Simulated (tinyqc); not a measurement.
Worked calculation: carrier statistics of a doped semiconductor with parabolic bands. Values are carried at full precision from step to step, so a last printed digit may differ when a step is redone from the rounded ones.

Constants: kB = 8.617333262e-05 eV/K; hbar^2/2m0 = 3.80998211 eV angstrom^2.

Inputs chosen for the exercise (near those of GaSb; not measured data):

| symbol | value | unit | meaning |
|---|---|---|---|
| Eg0 | 0.8141 | eV | gap at 0 K |
| al | 0.000417 | eV/K | Varshni alpha |
| be | 139 | K | Varshni beta |
| T | 400 | K |  |
| ml | 0.039 | m0 | longitudinal electron mass |
| mt | 0.039 | m0 | transverse electron mass |
| Mv | 1 |  | equivalent valleys |
| mhh | 0.401 | m0 | heavy-hole mass |
| mlh | 0.05 | m0 | light-hole mass |
| ND | 9.6e+13 | 1/cm^3 | donors |
| NA | 2e+13 | 1/cm^3 | acceptors |
| ED | 0.00298 | eV | donor level below Ec |
| EA | 0.0129 | eV | acceptor level above Ev |

## Gap and thermal energy

Eg(T) = Eg0 - al T^2/(T + be) (Varshni).

Eg = 0.690315 eV
kT = 0.0344693 eV

The gap has shrunk by 123.8 meV from 0 K and is 20.0 kT wide.

## Effective densities of states

m_de = Mv^(2/3) (ml mt^2)^(1/3); m_dh = (mhh^(3/2) + mlh^(3/2))^(2/3); N = 2 (m kB T/(4 pi c))^(3/2) with c = hbar^2/2m0, in 1/angstrom^3; times 1e24 for 1/cm^3.

m_de = 0.0390 m0
m_dh = 0.4127 m0
Nc = 2.97562e+17 1/cm^3
Nv = 1.02426e+19 1/cm^3

The light holes supply 4.2 % of Nv, and Nc/Nv = 0.0291.

## Intrinsic density and level

With Boltzmann statistics ni = sqrt(Nc Nv) exp(-Eg/2kT) and Ei = Eg/2 + (kT/2) ln(Nv/Nc), counted from Ev.

ni = 7.82e+13 1/cm^3
Ei = 0.4061 eV

Ei lies 61.0 meV above midgap, towards the band with the smaller density of states.

## Neutrality by bisection

Energies are counted from Ev, so Ec = Eg. n = Nc F_1/2((EF - Eg)/kT), p = Nv F_1/2(-EF/kT), ND+ = ND/(1 + 2 exp((EF - Eg + ED)/kT)), NA- = NA/(1 + 4 exp((EA - EF)/kT)); neutrality asks p + ND+ = n + NA-. F_j(eta) = (1/Gamma(j + 1)) integral_0^infinity x^j dx/(1 + exp(x - eta)), which tends to exp(eta) for eta << 0.

Start from the bracket [-0.2 eV, Eg + 0.2 eV]; at the midpoint EF take the sign of p + ND+ - n - NA-; where it is positive EF must rise. Fourteen steps are shown.

Bisection (eV, 1/cm^3):

| step | low | high | EF | n | p | ND+ | NA- | sign |
|---|---|---|---|---|---|---|---|---|
| 1 | -0.20000 | 0.89032 | 0.34516 | 1.33e+13 | 4.59e+14 | 9.60e+13 | 2.00e+13 | + |
| 2 | 0.34516 | 0.89032 | 0.61774 | 3.48e+16 | 1.69e+11 | 7.59e+13 | 2.00e+13 | - |
| 3 | 0.34516 | 0.61774 | 0.48145 | 6.94e+14 | 8.80e+12 | 9.55e+13 | 2.00e+13 | - |
| 4 | 0.34516 | 0.48145 | 0.41330 | 9.62e+13 | 6.35e+13 | 9.59e+13 | 2.00e+13 | + |
| 5 | 0.41330 | 0.48145 | 0.44737 | 2.59e+14 | 2.36e+13 | 9.58e+13 | 2.00e+13 | - |
| 6 | 0.41330 | 0.44737 | 0.43034 | 1.58e+14 | 3.88e+13 | 9.59e+13 | 2.00e+13 | - |
| 7 | 0.41330 | 0.43034 | 0.42182 | 1.23e+14 | 4.96e+13 | 9.59e+13 | 2.00e+13 | + |
| 8 | 0.42182 | 0.43034 | 0.42608 | 1.39e+14 | 4.39e+13 | 9.59e+13 | 2.00e+13 | - |
| 9 | 0.42182 | 0.42608 | 0.42395 | 1.31e+14 | 4.67e+13 | 9.59e+13 | 2.00e+13 | - |
| 10 | 0.42182 | 0.42395 | 0.42289 | 1.27e+14 | 4.81e+13 | 9.59e+13 | 2.00e+13 | - |
| 11 | 0.42182 | 0.42289 | 0.42235 | 1.25e+14 | 4.89e+13 | 9.59e+13 | 2.00e+13 | - |
| 12 | 0.42182 | 0.42235 | 0.42209 | 1.24e+14 | 4.92e+13 | 9.59e+13 | 2.00e+13 | + |
| 13 | 0.42209 | 0.42235 | 0.42222 | 1.25e+14 | 4.91e+13 | 9.59e+13 | 2.00e+13 | + |
| 14 | 0.42222 | 0.42235 | 0.42229 | 1.25e+14 | 4.90e+13 | 9.59e+13 | 2.00e+13 | - |

Each step halves the bracket, which is 0.133 meV wide at the last row.

## The neutral state

Solve the neutrality condition for EF to convergence.

EF = 0.4223 eV
n = 1.25e+14 1/cm^3
p = 4.90e+13 1/cm^3
ND+ = 9.59e+13 1/cm^3
NA- = 2.00e+13 1/cm^3

The material is n-type; 99.9 % of the donors are ionised. EF lies 7.78 kT inside the gap from the conduction edge, so Boltzmann statistics would serve; n p/(Nc Nv exp(-Eg/kT)) = 1.000.

## Checks

- F_1/2(1) by the trapezoid rule against adaptive quadrature: both 1.575641.
- Positive against negative charge at the solution (1/cm^3): both 1.44874e+14.

tinyqc: `OMP_NUM_THREADS=1 python tinyqc.py 1682456 1682457 out.jsonl`; about 0.01 s, one thread, shared Intel(R) Xeon(R) Processor @ 2.30GHz.
